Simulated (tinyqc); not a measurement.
# Heisenberg spin cluster by exact diagonalisation: multiplets, susceptibility, level crossings, step by step

A worked calculation. Computed by tinyqc, a small Python program that keeps every step. Command: `OMP_NUM_THREADS=1 python tinyqc.py 3016160 3016161 out.jsonl spincl walk`. One thread of a shared host (Intel(R) Xeon(R) Processor @ 2.30GHz), about 0.01 s of CPU time with the checks. Intermediate numbers are printed to about 6 digits and carried at full precision; extremes and crossings named in words are read from the listed rows.

H = J1 sum S_i.S_j over the bonds 1-2, 2-3, 3-4, 4-5, 5-6, 6-1 + J2 sum over 1-3, 2-4, 3-5, 4-6, 5-1, 6-2 - g mu_B B S_z; J > 0 is antiferromagnetic.

Inputs (values chosen for the exercise, for a model cluster):

| quantity | value | unit |
|---|---|---|
| exchange J1 | 0.301 | meV |
| exchange J2 | -0.12 | meV |
| g factor | 2.22 | - |
| temperature T | 6.5 | K |
| field B | 0.83 | T |

Cluster: ring of six with second neighbours J2. Spin s of each site: 0.5.

Constants: k_B = 8.617333262e-05 eV/K; mu_B = 5.7883818060e-05 eV/T.

## Multiplets

Every multiplet has one member in the block S_z = 0; diagonalise it and read the total spin from <S^2> = S (S + 1).

Levels at B = 0:

| E (meV) | total S | number of multiplets |
|---|---|---|
| -1.00057 | 0 | 1 |
| -0.78675 | 1 | 1 |
| -0.34153 | 1 | 2 |
| -0.33050 | 2 | 1 |
| -0.30100 | 1 | 2 |
| -0.27150 | 0 | 1 |
| 0.00000 | 2 | 2 |
| 0.02950 | 0 | 2 |
| 0.18475 | 1 | 1 |
| 0.27150 | 3 | 1 |
| 0.30100 | 2 | 2 |
| 0.33050 | 1 | 1 |
| 0.37103 | 1 | 2 |
| 0.39857 | 0 | 1 |

ground energy = -1.00057 meV

gap to the next level = 0.213818 meV

The ground state has S = 0; the next level has S = 1. The highest spin, S = 3, lies at 0.2715 meV, s^2 times the sum of all J, s the spin of a site.

## Thermal averages at zero field

Z = sum k (2S + 1) exp(-E/(k_B T)) over the table, k the number of multiplets; <S^2> likewise with the factor S (S + 1); chi T = N_A g^2 mu_B^2 <S^2>/(3 k_B) = 0.125049 g^2 <S^2> cm^3 K/mol (cgs, per mole of clusters); C = (<E^2> - <E>^2)/(k_B T)^2; entropy = ln Z + <E>/(k_B T).

<S^2> = 3.54030

chi T = 2.18186 cm^3 K/mol

heat capacity = 0.526263 k_B

entropy = 3.91510 k_B

Free spins would give <S^2> = 4.5 and the entropy 4.159 k_B; chi T is 79 % of the free value.

## Magnetisation in the field

Each multiplet splits as E - g mu_B B m; <S_z> is the Boltzmann mean. The first level crossing is at the smallest (E_S - E_0)/(g mu_B (S - S_0)) over higher spins (0 if the ground state has the highest spin).

<S_z> = 0.224480

first crossing field = 1.66393 T

Linear response would give g mu_B B <S^2>/(3 k_B T) = 0.225.

## Susceptibility against the Curie-Weiss form

High-temperature form: chi T = C0/(1 - theta/T), C0 = 0.125049 g^2 n s (s + 1), k_B theta = -(2/3) s (s + 1) (sum of J over bonds)/n, n = 6; a dash where T <= 1.05 theta.

theta = -1.05021 K

Against temperature:

| T (K) | chi T (cm^3 K/mol) | Curie-Weiss | chi (cm^3/mol) | C (k_B) |
|---|---|---|---|---|
| 0.35 | 3.07613e-03 | 0.69322 | 0.008789 | 1.25117e-01 |
| 0.70 | 9.86919e-02 | 1.10919 | 0.140988 | 9.48404e-01 |
| 1.20 | 3.69804e-01 | 1.47896 | 0.308170 | 1.52862e+00 |
| 2.10 | 8.99201e-01 | 1.84875 | 0.428191 | 2.43073e+00 |
| 3.50 | 1.57056e+00 | 2.13322 | 0.448732 | 1.68275e+00 |
| 5.60 | 2.06746e+00 | 2.33535 | 0.369190 | 7.18863e-01 |
| 8.70 | 2.35456e+00 | 2.47459 | 0.270639 | 2.80390e-01 |
| 14.00 | 2.53166e+00 | 2.57979 | 0.180833 | 9.94409e-02 |
| 28.00 | 2.66075e+00 | 2.67305 | 0.095027 | 2.26575e-02 |
| 56.00 | 2.71916e+00 | 2.72226 | 0.048556 | 5.37111e-03 |

The Curie-Weiss form is within 3 % in the last 3 rows. chi passes a maximum, at 3.5 K among these rows, the mark of a singlet ground state; among these rows C is largest at 2.1 K, and the gap is 2.48 K.

Checks made by the program: the trace of H and the count of states (relative difference below 1e-10).
